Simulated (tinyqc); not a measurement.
Gas flow in a process chamber: flow regimes, conductance, effective pumping speed, pump-down, outgassing and purge. From chamber pressure p_1 back to process gas flow. Computed by tinyqc, a small Python program. Command: `OMP_NUM_THREADS=1 python tinyqc.py 3120286 3120287 out.jsonl pump inv`. One thread of a shared host (Intel(R) Xeon(R) Processor @ 2.30GHz), about 0.01 s of CPU time with the checks.

Ideal gas, isothermal flow, a pump of constant speed at the end of a round pipe; process gas, volume gas and outgassing are given the same properties. 1 sccm = 101325 Pa x 1e-6 m^3/60 s x T/273.15 K.

Inputs (values chosen for the exercise, modelled on oxygen near room temperature):
```
quantity            value           unit
molar mass M           32          g/mol
molecular diameter   0.36             nm
viscosity eta        20.6  micropascal s
temperature T         293              K
chamber volume V      7.9              L
pipe diameter d         4             cm
pipe length l         330             cm
pump speed S           89            L/s
```

Constants: k_B = 1.380649e-23 J/K; u = 1.6605390666e-27 kg.

Method:
- Mean speed c = sqrt(8 k_B T/(pi m)); aperture conductance C_a = c pi d^2/16; molecular pipe C_m = C_a/(1 + 3 l/(4 d)) (Dushman form); viscous pipe C_v = pi d^4 p_mean/(128 eta l); Knudsen interpolation C = C_v + C_m (1 + x)/(1 + 1.24 x), x = d p_mean sqrt(m/(k_B T))/eta.
- Effective speed 1/S_eff = 1/S + 1/C_m; time constant V/S_eff; pressure at which the free path k_B T/(sqrt2 pi d_m^2 p) equals d.
- Steady flow: the pump inlet is at p_2 = Q/S, and the chamber pressure p_1 solves Q = C((p_1 + p_2)/2) (p_1 - p_2). Residence time = p_1 V/Q.
- Knudsen number = free path at the mean pressure over d.

Question. A run gave the result below. Find the process gas flow, known to lie between 12 and 25 sccm.

chamber pressure p_1 = 6.424287 Pa

Answer.

Each step takes the trial c = (a f_b - b f_a)/(f_b - f_a), f being the result less the target and a, b, c the logarithms of the listed values; c replaces end b, the old b replaces a if the sign of f changed, and otherwise f_a is halved.

Scan of the range:
```
process gas flow (sccm)  chamber pressure p_1 (Pa)
12.0                                       5.25923
13.6                                       5.69286
15.3                                       6.12818
17.3                                       6.61211
19.6                                       7.13695
22.1                                       7.67518
25.0                                       8.26427
```

False position (Illinois rule, in the logarithm of the input) inside the bracket:
```
step    end a    end b    trial  chamber pressure p_1 (Pa)
1     15.3000  17.3000  16.4945                    6.42055
2     17.3000  16.4945  16.5098                    6.42424
3     17.3000  16.5098  16.5102                    6.42433
4     16.5098  16.5102  16.5100                    6.42429
```

Chamber pressure p_1 rises at every point of a 13-point scan of the range (every second point is shown), so one value fits; it is bracketed by 15.3 and 17.3. Answer: process gas flow = 16.51 sccm.
